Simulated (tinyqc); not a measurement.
# From one set of inputs to another, one input at a time

Model: ballistic transport through the one-dimensional subbands of a rectangular nanowire or nanosheet channel. Computed by tinyqc, a small Python program. Command: `OMP_NUM_THREADS=1 python tinyqc.py 3029018 3029019 out.jsonl wire ladder`. One thread of a shared host (Intel(R) Xeon(R) Processor @ 2.30GHz), about 0.1 s of CPU time with the checks.

Hard walls, parabolic subbands, transport along x. Energies are counted from the bulk conduction band edge at the top of the barrier, which the gate pulls down by U; the source Fermi level lies at the bulk edge when U = 0.

The inputs printed are set A. Inputs not listed in the table keep their values of set A, so the rows need not describe a real material.

Inputs (values chosen for the exercise, modelled on silicon):

| quantity | value | unit |
|---|---|---|
| light mass m_t | 0.19 | m_0 |
| heavy mass m_l | 0.909 | m_0 |
| height a | 4.6 | nm |
| width b | 5.3 | nm |
| equivalent oxide thickness t | 1.8 | nm |
| gate voltage above flat band V_G | 0.78 | V |
| drain voltage V_D | 0.01 | V |
| temperature T | 300 | K |
| mean free path for back-scattering lambda | 19 | nm |
| channel length L | 8.1 | nm |

Valleys: silicon [100] wire.

Constants: hbar^2/(2 m_0) = 3.80998212 eV angstrom^2; k_B = 8.617333262e-05 eV/K; m_0 = 9.1093837015e-31 kg; k_B = 1.380649e-23 J/K; hbar = 1.054571817e-34 J s; eps_0 = 8.8541878128e-12 F/m; e = 1.602176634e-19 C; h = 6.62607015e-34 J s.

Method:
- E_pq = (hbar^2 pi^2/2)(p^2/(m_y b^2) + q^2/(m_z a^2)); valley pairs: (m_x, m_y, m_z) = (m_t, m_t, m_l), (m_t, m_l, m_t), (m_l, m_t, m_t), each with degeneracy g = 2; the 10 lowest subbands are kept.
- F_j(eta) = (1/Gamma(j + 1)) int_0^infinity x^j/(1 + exp(x - eta)) dx, F_0 = ln(1 + exp(eta)). Integrals over x = E/(k_B T) use 160 Gauss-Legendre points in u = sqrt(x) from 0 to sqrt(max(eta, 0) + 32).
- With degeneracy g = 2, eta_i = (U - E_i)/(k_B T) and u = e V_D/(k_B T): line density n = sum_i g sqrt(2 m_x k_B T/pi)/(2 hbar) [F_-1/2(eta_i) + F_-1/2(eta_i - u)]; gate: e n = C_ox (V_G - U/e), C_ox = 3.9 eps_0 2 (a + b)/t (flat-plate estimate); I = (2 e k_B T/h) sum_i g [F_0(eta_i) - F_0(eta_i - u)].
- Linear conductance G = (2 e^2/h) sum_i g f(eta_i), g = 2, f = 1/(1 + exp(-eta_i)), with the barrier frozen at the eta_i above; current per perimeter I/(2(a + b)); with scattering, transmission lambda/(lambda + L) and low-bias resistance (1 + L/lambda)/G.

Each row keeps all changes above it:

| input moved | from | to | ballistic current I (microampere) | mean velocity I/(e n) (1e7 cm/s) | low-bias resistance with scattering (kiloohm) |
|---|---|---|---|---|---|
| set A | - | - | 3.94 | 0.1619 | 3.360 |
| light mass m_t (m_0) | 0.19 | 0.18 | 3.99 | 0.1656 | 3.323 |
| mean free path for back-scattering lambda (nm) | 19 | 81 | 3.99 | 0.1656 | 2.563 |
| channel length L (nm) | 8.1 | 12 | 3.99 | 0.1656 | 2.675 |
| drain voltage V_D (V) | 0.01 | 0.05 | 18.66 | 0.7925 | 2.205 |
| gate voltage above flat band V_G (V) | 0.78 | 0.35 | 7.95 | 0.8976 | 4.288 |
| equivalent oxide thickness t (nm) | 1.8 | 1.6 | 8.74 | 0.8915 | 3.979 |
| width b (nm) | 5.3 | 8.2 | 11.75 | 0.8428 | 3.002 |

Which inputs carry the difference?

Ballistic current I goes from 3.94 to 11.8, a factor 2.98 in all. The largest single move comes from drain voltage V_D (a factor 4.67), and gate voltage above flat band V_G works against it (a factor 0.426). Mean velocity I/(e n) goes from 0.162 to 0.843, a factor 5.21 in all. The largest single move comes from drain voltage V_D (a factor 4.78). Low-bias resistance with scattering goes from 3.36 to 3.00, a factor 0.893 in all. The largest single move comes from gate voltage above flat band V_G (a factor 1.94), but it runs against the net change; the largest move in the direction of the net change is width b (a factor 0.754). The single moves hold for this order of the switches; the total does not depend on the order.

Extremes, crossings and ranges named in words are read from the listed rows.
